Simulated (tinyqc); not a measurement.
Worked calculation: inversion layer as a triangular well, valleys of the Si type. Values are carried at full precision from step to step, so a last printed digit may differ when a step is redone from the rounded ones.

Six ellipsoidal valleys with their long axes along the cube axes, mass ml along the axis and mt across it. For a valley whose axis makes the angle theta with the surface normal, 1/m_z = cos^2(theta)/ml + sin^2(theta)/mt sets the confinement; in the plane the masses are m_1 = mt and m_2 = ml mt/m_z, and m_d = sqrt(m_1 m_2).

Constants: e^2/(4 pi eps0) = 14.39964547 eV angstrom; hbar^2/2m0 = 3.80998211 eV angstrom^2; kB = 8.617333262e-05 eV/K.

Parameters, chosen for this exercise (near those of Si; not measured data): ml = 0.926 m0 (longitudinal mass); mt = 0.193 m0 (transverse mass); face = 111 (surface); eps = 11.7 (dielectric constant); Ns = 1.5 x 1e12/cm^2 (electron sheet density); Nd = 2.3 x 1e12/cm^2 (depletion charge); eta = 0.5 (share of Ns in the effective field); T = 150 K (temperature); tox = 21 angstrom (SiO2-equivalent oxide thickness).

## Valley masses on the (111) face

Group the valleys by their angle to the normal, heaviest m_z first.

Valleys (masses in m0):
```
valleys g,cos^2(theta),m_z,m_1,m_2,m_d
6,0.3333,0.2622,0.1930,0.6817,0.3627
```

All valleys are equivalent on this face.

## Effective field

The field is taken as constant, e F = 4 pi (e^2/4 pi eps0)(Nd + eta Ns)/eps, with 1e12/cm^2 = 1e-4/angstrom^2, and the oxide as a hard wall at z = 0; c = hbar^2/2m0.

Find e F, and F in MV/cm (1 MV/cm = 0.01 V/angstrom).

e F = 0.00471711 eV/angstrom
F = 0.4717 MV/cm

## Subband ladders

Level j of a valley lies at E_j = a_j (c (e F)^2/m_z)^(1/3) above the band edge at the surface, with the Airy zeros a_j = 2.338107, 4.087949, 5.520560, 6.786708, 7.944134, 9.022651, 10.040174, 11.008524, 11.936016, 12.828777, and has <z> = 2 E_j/(3 e F).

The ten lowest levels of all groups of valleys together, j = 0, 1, ..., c = hbar^2/2m0; primes mark the groups with lighter m_z.

Subbands:
```
label,valleys g,m_d (m0),E (eV),<z> (angstrom)
0,6,0.3627,0.1605,22.68
1,6,0.3627,0.2806,39.65
2,6,0.3627,0.3789,53.55
3,6,0.3627,0.4658,65.83
4,6,0.3627,0.5453,77.06
5,6,0.3627,0.6193,87.52
6,6,0.3627,0.6891,97.39
7,6,0.3627,0.7556,106.79
8,6,0.3627,0.8193,115.78
9,6,0.3627,0.8805,124.45
```

The second subband is 1, 120.1 meV above the first. Levels above about 0.5 eV lie beyond parabolic valleys.

## Fermi level and populations

Subband i holds n_i = g m_d/(2 pi c) kB T ln(1 + exp((EF - E_i)/kB T)) (spin included), and EF is fixed by sum n_i = Ns over the levels listed or, where none are listed, over j = 0 to 9 of each group; 1e12/cm^2 = 1e-4/angstrom^2.

Solve for EF; c = hbar^2/2m0. The mean distance is sum n_i <z>_i/Ns.

EF = 0.1347 eV

Populations:
```
label,(EF - E)/kB T,n (1e12/cm^2),share (%)
0,-1.99,1.500,100.0
1,-11.29,0.000,0.0
2,-18.89,0.000,0.0
3,-25.62,0.000,0.0
4,-31.76,0.000,0.0
5,-37.49,0.000,0.0
6,-42.89,0.000,0.0
7,-48.03,0.000,0.0
8,-52.96,0.000,0.0
9,-57.70,0.000,0.0
```

mean distance from the surface = 22.68 angstrom

The lowest subband holds 100.0 % of the electrons and is partly degenerate (EF within a few kB T of its edge).

## Effect on the gate capacitance

The charge sits at the mean distance <z> from the surface, which adds (3.9/eps) <z> to the oxide thickness; C/Cox = tox/(tox + 3.9 <z>/eps). The density-of-states term is left out.

added thickness = 7.56 angstrom
C/Cox = 0.735

## Checks

- Lowest level by finite differences against the Airy formula, eV: both 0.1605.

Program tinyqc; command `OMP_NUM_THREADS=1 python tinyqc.py 1251655 1251656 out.jsonl`; about 0.02 s on one thread of a shared Intel(R) Xeon(R) Processor @ 2.30GHz.
